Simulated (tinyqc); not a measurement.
Inside a calculation. Model: bandgap voltage reference from two bipolar transistors.

Computed by the program tinyqc: `OMP_NUM_THREADS=1 python tinyqc.py 2062046 2062047 out.jsonl`, one thread of a shared Intel Xeon 2.30GHz, about 0.02 s for the whole run. Printed values are rounded.

Two transistors of area 1 and N carry the same current I. Is(T) = Is (T/T0)^eta exp[(Vg0 q/kB)(1/T0 - 1/T)], VBE1 = Vt ln(I/Is(T)) + I rb, VBE2 = Vt ln(I/(N Is(T))) + I rb/N. The amplifier forces I R1(T) = VBE1 - VBE2 + Vos, with R(T) = R (1 + tc (T - T0)) for both resistors, and the output is Vref = VBE1 + I R2(T). Base currents and the Early effect are neglected.

Inputs (values chosen for the exercise); values of the order met in silicon bipolar transistors: reference temperature T0 = 300 K; band-gap voltage extrapolated to 0 K Vg0 = 1.197 V; temperature exponent of the saturation current eta = 4; saturation current of the unit transistor at T0 Is = 5.3e-18 A; area ratio of the second transistor N = 15; resistor across which the difference of VBE falls, at T0 R1 = 15 kohm; temperature coefficient of both resistors tc = 0 ppm/K; offset of the amplifier Vos = 0 mV; series resistance of the unit transistor rb = 0 ohm; output resistor at T0 R2 = 114.7 kohm; temperature T = 273 K.

Constants: q = 1.602176634e-19 C, kB = 1.380649e-23 J/K. Results are converted to the units shown.

## Operating point at the reference temperature

Vt = kB T/q; I = (Vt ln N + Vos)/(R1(T) - rb (1 - 1/N)). Evaluate at T = T0.

Vt = 0.02585200 V
I = 4.667234 uA
Is(T) = 5.3e-18 A
VBE1 = 0.7110303 V
I R2 = 0.5353318 V
Vref = 1.246362 V

## Operating point at another temperature

Vt = kB T/q; I = (Vt ln N + Vos)/(R1(T) - rb (1 - 1/N)).

Vt = 0.02352532 V
I = 4.247183 uA
Is(T) = 3.729644e-20 A
VBE1 = 0.7614237 V
I R2 = 0.4871519 V
Vref = 1.248576 V

From T0 to T, VBE1 changes by 50.4 mV and I R2 by -48.2 mV, which leaves 2.21 mV in Vref.

## Resistor for zero slope at T0, ideal case

With tc = 0, Vos = 0 and rb = 0 the current is proportional to T, dVBE/dT = (VBE - Vg0 - (eta - 1) Vt)/T, and Vref has zero slope at T0 when Vref = Vg0 + (eta - 1) Vt0. Find VBE1, its slope, that Vref, R2/R1 and the curvature d2Vref/dT2 = -(eta - 1) kB/(q T0).

VBE1 = 0.7110303 V
dVBE/dT = -1.878419 mV/K
Vref = 1.274556 V
R2/R1 = 8.049388
curvature = -0.8617333 uV/K^2
